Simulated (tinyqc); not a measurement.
UHF in the sto-3g basis, for BeH, spin multiplicity 2, step by step (part 2 of 2). This run ends on a higher stationary point, not on the lowest solution. Computed by tinyqc, a small Python program that keeps every step (integrals from PySCF). Command: `OMP_NUM_THREADS=1 python tinyqc.py 28118 28119 out.jsonl` (the two numbers bound the seeds that draw the settings). One thread of a shared host (Intel(R) Xeon(R) Processor @ 2.60GHz), about 0.2 s of CPU time with the checks.

Geometry (angstrom):
```
atom         x         y         z
Be    0.000000  0.000000  0.000000
H     0.000000  0.000000  2.188000
```

## Convergence

Stop when the energy changes by less than 1e-09 hartree and every element of the error matrix X^T (F D S - S D F) X (for each spin) is below 9e-06.

Course of the cycle:
```
iteration   E (hartree)     change  largest element of the error matrix
1          -11.66015807          -                             1.55e+00
2          -14.58405685  -2.92e+00                             1.26e-01
3          -14.74125219  -1.57e-01                             6.11e-02
4          -14.77934613  -3.81e-02                             2.87e-02
5          -14.79330153  -1.40e-02                             2.52e-02
6          -14.80123783  -7.94e-03                             2.06e-02
7          -14.80772405  -6.49e-03                             2.35e-02
8          -14.81421953  -6.50e-03                             2.57e-02
9          -14.82084858  -6.63e-03                             2.67e-02
10         -14.82695188  -6.10e-03                             2.50e-02
11         -14.83174786  -4.80e-03                             2.11e-02
12         -14.83493409  -3.19e-03                             1.64e-02
13         -14.83676132  -1.83e-03                             1.20e-02
14         -14.83769920  -9.38e-04                             8.36e-03
...                 ...        ...                                  ...
45         -14.83853859  -1.41e-08                             3.69e-05
46         -14.83853860  -1.17e-08                             3.38e-05
47         -14.83853861  -9.80e-09                             3.08e-05
48         -14.83853862  -8.18e-09                             2.82e-05
49         -14.83853863  -6.83e-09                             2.57e-05
50         -14.83853863  -5.70e-09                             2.35e-05
51         -14.83853864  -4.76e-09                             2.15e-05
52         -14.83853864  -3.98e-09                             1.96e-05
53         -14.83853864  -3.32e-09                             1.79e-05
54         -14.83853865  -2.77e-09                             1.64e-05
55         -14.83853865  -2.31e-09                             1.50e-05
56         -14.83853865  -1.93e-09                             1.37e-05
57         -14.83853865  -1.61e-09                             1.25e-05
58         -14.83853866  -1.35e-09                             1.14e-05
```

PySCF UHF in the same basis, after a stability check = -14.83853866 hartree

Not converged within the cap of 58 iterations: the residual falls steadily but slowly, by a factor of about 0.91 a step. Reruns (cap 100 unless said): DIIS 8: converged in 20 to a higher stationary point; damping 0.5: not converged; level shift 0.5: not converged; atomic densities as start, DIIS 8: converged in 12; the original settings with a cap of 400: converged in 61.
